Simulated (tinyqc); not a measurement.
## Capacitances against the space between lines

Endless row of lines of width wl, height tl and space sl between grounded planes at distance hd; e2 fills the gaps beside the lines, e1 the rest. Laplace's equation is solved on meshes of 3, 6 and 12 steps per unit u and extrapolated (Aitken), which is good to about 0.2 %. C_even (all lines at 1 V) is the capacitance Cg to the planes; C_odd (neighbours in antiphase) = Cg + 4 Cc if only nearest neighbours couple, which defines Cc; total with quiet neighbours Cg + 2 Cc. Plate values 2 eps0 e1 wl/hd and eps0 e2 tl/sl.

Values chosen for this exercise: relative permittivity above and below the lines e1 = 2.4; relative permittivity between the lines e2 = 1; line width, in units u wl = 6 u; line height tl = 12 u; distance to each plane hd = 4 u.

Constants: eps0 = 8.8541878128e-12 F/m. Results are converted to the units shown.

The same in every row: plate Cg (aF/um) = 63.8.

Result of one run:
```
sl (u)	Cg (aF/um)	Cc (aF/um)	Cg + 2 Cc (aF/um)	C_odd (aF/um)	plate Cc (aF/um)	share of coupling, 2 Cc/(Cg + 2 Cc) (%)
12	124	5.11	134	145	8.85	7.61
```

What becomes of these results when the space between lines sl is changed from 12 to 6 u, all else the same?

Result of the changed run:
```
sl (u)	Cg (aF/um)	Cc (aF/um)	Cg + 2 Cc (aF/um)	C_odd (aF/um)	plate Cc (aF/um)	share of coupling, 2 Cc/(Cg + 2 Cc) (%)
6	107	18.6	144	181	17.7	25.8
```

The whole series:
```
sl (u)	Cg (aF/um)	Cc (aF/um)	Cg + 2 Cc (aF/um)	C_odd (aF/um)	plate Cc (aF/um)	share of coupling, 2 Cc/(Cg + 2 Cc) (%)
2	82.5	66.6	216	349	53.1	61.8
4	96.5	31.6	160	223	26.6	39.6
6	107	18.6	144	181	17.7	25.8
8	114	11.7	138	161	13.3	17.0
12	124	5.11	134	145	8.85	7.61
16	129	2.30	134	138	6.64	3.45
24	132	0.477	133	134	4.43	0.716
```

As sl goes from 2 to 24, Cg rises from 82.5 to 132 aF/um, Cc falls from 66.6 to 0.477 aF/um and the share of coupling falls from 61.8 to 0.716 %. Cg is 1.29 times its plate value in the first row and 2.08 times in the last; for Cc the ratios are 1.25 and 0.108. Neighbours in antiphase raise the load by a factor of 1.62 and 1.01 over quiet ones.

Program tinyqc, `OMP_NUM_THREADS=1 python tinyqc.py 2790133 2790134 out.jsonl`; Intel Xeon 2.30GHz, shared host, one thread, about 1 s.
